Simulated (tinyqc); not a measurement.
# Resonant-tunnelling diode, transfer matrices and Tsu-Esaki current, step by step

Computed by the program tinyqc: `OMP_NUM_THREADS=1 python tinyqc.py 2600132 2600133 out.jsonl`, one thread of a shared Intel Xeon 2.30GHz, about 0.1 s for the whole run. Printed values are rounded.

Emitter (band edge 0), barrier d1, well Lw, barrier d2, collector (edge -V). The bias drops linearly over these layers and none in the contacts; each layer is cut into ns equal slices, flat at the value of their centres. E is the energy of motion across the layers, C = hbar^2/(2 m0), psi and psi'/m are continuous. Transport is coherent, T(E) is taken as independent of the transverse momentum, and charge in the well is ignored.

Values chosen for this exercise; masses and offsets of a made-up heterostructure:
- T = 300 K (temperature)
- mw = 0.16 m0 (mass in the well, spacer and contacts)
- U1 = 0.55 eV (barrier height)
- m1 = 0.38 m0 (barrier mass)
- d1 = 1.2 nm (emitter barrier)
- Lw = 2.6 nm (well width)
- d2 = 1.2 nm (collector barrier)
- ns = 2 (slices in each layer)
- Ef = 0.061 eV (Fermi energy of both contacts above their band edges)
- V = 0.1 V (bias of the collector)
- E = 0.06736 eV (trial energy)

Constants: q = 1.602176634e-19 C, kB = 1.380649e-23 J/K, hbar = 1.054571817e-34 J s, m0 = 9.1093837015e-31 kg, Vt = kB T/q, hbar^2/(2 m0) = 0.0380998212 eV nm^2. Results are converted to the units shown.

## Slices under bias

U = edge of the layer - V x/Lt at the centre x of each slice, Lt the summed thickness.

| slice | U (eV) | m (m0) | width (nm) |
|---|---|---|---|
| 0 | 0.544000 | 0.38 | 0.6 |
| 1 | 0.532000 | 0.38 | 0.6 |
| 2 | -0.037000 | 0.16 | 1.3 |
| 3 | -0.063000 | 0.16 | 1.3 |
| 4 | 0.468000 | 0.38 | 0.6 |
| 5 | 0.456000 | 0.38 | 0.6 |

## Running product of the slice matrices at the trial energy

For the pair (psi, psi'/m) a flat layer has M = [[cos kd, (m/k) sin kd], [-(k/m) sin kd, cos kd]] with k = sqrt(m (E - U)/C) above its edge U, and M = [[cosh Kd, (m/K) sinh Kd], [(K/m) sinh Kd, cosh Kd]] with K = sqrt(m (U - E)/C) below it. Later slices stand to the left. With M acting on (psi, psi'/m) and v = k/m in each lead, T(E) = 4 vL vR/[(vL vR M12 - M21)^2 + (vR M11 + vL M22)^2]. vL = sqrt(mw E/C)/mw, vR = sqrt(mw (E + V)/C)/mw.

Product after each layer:

|  | M11 | M12 (nm) | M21 (1/nm) | M22 |
|---|---|---|---|---|
| barrier d1 | 6.80496 | 1.17407 | 38.1640 | 6.73142 |
| well | 7.16477 | 1.26854 | -41.3371 | -7.17929 |
| barrier d2 | -3.13057 | -0.410981 | -23.5017 | -3.40474 |

T(E) = 0.0672773

## Transmission at three energies near the peak

three energies (eV): [0.062469, 0.063469, 0.064469]

The same product at each energy.

T(E) at these energies: [0.290544, 0.765604, 0.615347]

## Breit-Wigner parameters from a parabola through 1/T(E)

Near a resonance 1/T(E) = (1/Tp) [1 + (2 (E - Er)/G)^2]. With y = 1/T(E) at E0 - h, E0, E0 + h: a = (y1 + y3 - 2 y2)/(2 h^2), b = (y3 - y1)/(2 h), Er = E0 - b/(2 a), 1/Tp = y2 - b^2/(4 a), G = 2 sqrt(1/(Tp a)), tau = hbar/G.

Er = 0.0638391 eV
Tp = 0.878671
G = 1.92594 meV
tau = 341.762 fs

The true maximum of T(E) lies at 0.063832 eV with height 0.8718 and full width 1.959 meV; the fitted G is 1.7 % below that width.

## Current from the resonance alone

J = J0 times the integral over E > 0 of T(E) N(E), N = ln[(1 + exp((Ef - E)/Vt))/(1 + exp((Ef - V - E)/Vt))], J0 = q^2 mw m0 kB T/(2 pi^2 hbar^3) (times 1e-4 for A/cm^2 per eV). For a sharp resonance J = J0 (pi G/2) Tp N(Er), with Er the peak energy, Tp the peak transmission and G the full width at half maximum (in eV). The three values given are estimates from a parabola through three points of 1/T(E).

J0 = 6.69385e7 A/(cm^2 eV)
N(Er) = 0.621194
J = 110.533 kA/cm^2

The full integral over T(E) gives 109.8 kA/cm^2; the value above is 0.62 % above it. With the exact position, height and width of the peak (Er = 0.063832 eV, Tp = 0.8718, G = 1.959 meV) the formula is 1.6 % above it.
